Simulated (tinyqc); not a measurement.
Equal layers of growing thickness: short-period [001] superlattice in sp3s* tight binding.

Planes alternate anion, cation along [001], a/4 apart; at zero in-plane momentum s, pz, s* form one block. All levels of A are shifted so that its Ev (lower root of [[Epa, Vxx], [Vxx, Epc]]) is 0, and those of B so that its Ev is -dEv. A monolayer is an anion plane and the cation plane above it; an anion between unlike cations takes the mean of the two anion levels; each bond takes the couplings of its cation. Block from an anion to the cation above: U with Vss/2 (s,s), Vsapc/2 (s,z), -Vscpa/2 (z,s), Vxx/2 (z,z), Vxapc/2 (s*,z), -Vpaxc/2 (z,s*); to the cation below: the same with the s-z and s*-z signs reversed. The cell of n + m monolayers is closed with the phase exp(2 pi i q). No spin-orbit coupling. In this block 2 (n + m) levels are filled.

For the two lowest empty levels at q = 0: energy, share of the cation weight on A, and Gamma character, the share of the cation amplitudes with Fourier index |j|/(n + m) < 1/4 along the stack (near 1: Gamma-like, near 0: folded from X).

Parameters, chosen for this exercise (A near a published set for GaAs, B for AlAs; the results hold for these values, not for the real material):
```
symbol  value                                                                                          unit      meaning
pA      (-8.354, 1.042, -2.658, 3.663, 8.578, 6.75, -6.444, 1.954, 5.089, 4.485, 5.784, 4.839, 4.81)   eV        order Esa, Epa, Esc, Epc, Exa, Exc, Vss, Vxx, Vxy, Vsapc, Vscpa, Vxapc, Vpaxc
pB      (-7.508, 0.981, -1.166, 3.589, 7.492, 6.72, -6.661, 1.879, 4.304, 5.114, 5.502, 4.513, 4.999)  eV        the same for B
dEv     0.5                                                                                            eV        valence offset: Ev(B) lies this far below Ev(A)
a       5.657                                                                                          angstrom  lattice constant, taken common; strain is left out
```

n = m.

Lowest empty levels:
```
n = m  layer (angstrom)  E1 (eV)  on A  Gamma  E2 (eV)  on A  Gamma
2                   5.7   1.9024  0.48   0.12   1.9543  0.66   0.83
3                   8.5   1.8805  0.21   0.00   1.9146  0.76   0.95
4                  11.3   1.8406  0.27   0.20   1.8911  0.67   0.85
6                  17.0   1.7986  0.69   0.73   1.8228  0.29   0.35
8                  22.6   1.7427  0.93   0.98   1.8050  0.01   0.01
10                 28.3   1.6979  0.95   0.99   1.8009  0.00   0.00
12                 33.9   1.6655  0.97   1.00   1.7960  0.01   0.00
14                 39.6   1.6419  0.98   1.00   1.7924  0.00   0.00
18                 50.9   1.6109  0.99   1.00   1.7880  0.91   0.94
```

What can be read from this table?

At zero in-plane momentum (the in-plane X valleys are left out) the lowest level is X-like for n = 2, 3 and 4 and Gamma-like for the others (a Gamma weight between about 0.35 and 0.65 marks an even mixture, at the crossover). Thin layers push the light Gamma electron up past the heavy X electron, whose share on A runs from 0.21 to 0.48, so for n = 3 and 4 it lies apart from the holes in A (type II); the crossover lies between n = 4 and 6. The crossover moves with dEv and with the electron mass, which this model makes too heavy, so it comes at thinner layers than in the real system. At n = 18 the lowest level lies 0.071 eV above the lowest bulk edge of the two crystals, with 99 % of its cation weight on A.

tinyqc: `OMP_NUM_THREADS=1 python tinyqc.py 1481513 1481514 out.jsonl`; about 0.3 s, one thread, shared Intel(R) Xeon(R) Processor @ 2.30GHz.
